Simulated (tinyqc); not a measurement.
From ratio R back to emission angle from the normal: X-ray photoelectron analysis of a thin oxide on a semiconductor: attenuation lengths, thickness, angle series and band offsets. Computed by tinyqc, a small Python program. Command: `OMP_NUM_THREADS=1 python tinyqc.py 3110206 3110207 out.jsonl xps inv`. One thread of a shared host (Intel(R) Xeon(R) Processor @ 2.30GHz), about 0.01 s of CPU time with the checks.

The same element is seen in the oxide and in the substrate, at nearly the same kinetic energy; films are flat and uniform, and the work function is ignored.

Inputs (values chosen for the exercise, modelled on SiO2 on silicon):
```
quantity                                           value    unit
photon energy                                     1486.6      eV
binding energy of the core level                    99.4      eV
oxide density                                        2.2  g/cm^3
oxide formula mass                                 60.08   g/mol
valence electrons per oxide formula                   16       -
oxide gap                                           8.98      eV
substrate density                                   2.33  g/cm^3
substrate formula mass                             28.09   g/mol
valence electrons per substrate formula                4       -
substrate gap                                       1.12      eV
oxide thickness d                                    5.6      nm
attenuation length over inelastic mean free path    0.89       -
carbon overlayer                                  0.0086      nm
```

Method:
- TPP-2M: lambda = E/(E_p^2 [b ln(c E) - C/E + D/E^2]) in angstrom, E_p = 28.8 sqrt(N_v rho/M), b = -0.10 + 0.944/sqrt(E_p^2 + E_g^2) + 0.069 rho^0.1, c = 0.191/sqrt(rho), U = N_v rho/M, C = 1.97 - 0.91 U, D = 53.4 - 20.8 U, with E = photon energy less binding energy in eV.
- Attenuation length L = factor x lambda.
- R_0 = (rho_o/M_o) L_o/((rho_s/M_s) L_s); peak ratio R = I_ox/I_sub = R_0 [exp(d/(L_o cos theta)) - 1]; hence d = L_o cos theta ln(1 + R/R_0). A carbon layer weakens both peaks alike, by exp(-d_C/(L_o cos theta)) if its L is taken equal to L_o. This R_0 leaves out intrinsic losses from the substrate peak, so calibrated values can be larger.

Problem. A run gave the result below. Find the emission angle from the normal, known to lie between 13 and 23 degrees.

ratio R = 2.396618

Solution.

Each step takes the trial c = (a f_b - b f_a)/(f_b - f_a), f being the result less the target and a, b, c the logarithms of the listed values; c replaces end b, the old b replaces a if the sign of f changed, and otherwise f_a is halved.

Scan of the range:
```
emission angle from the normal (degrees)  ratio R
13.0                                      2.36246
14.3                                      2.38931
15.7                                      2.42173
17.3                                      2.46351
19.0                                      2.51384
20.9                                      2.57799
23.0                                      2.65966
```

False position (Illinois rule, in the logarithm of the input) inside the bracket:
```
step    end a    end b    trial  ratio R
1     14.3000  15.7000  14.6042  2.39604
2     15.7000  14.6042  14.6280  2.39657
3     15.7000  14.6280  14.6317  2.39666
4     14.6280  14.6317  14.6300  2.39662
5     14.6317  14.6300  14.6300  2.39662
```

Ratio R rises at every point of a 13-point scan of the range (every second point is shown), so one value fits; it is bracketed by 14.3 and 15.7. Answer: emission angle from the normal = 14.63 degrees.
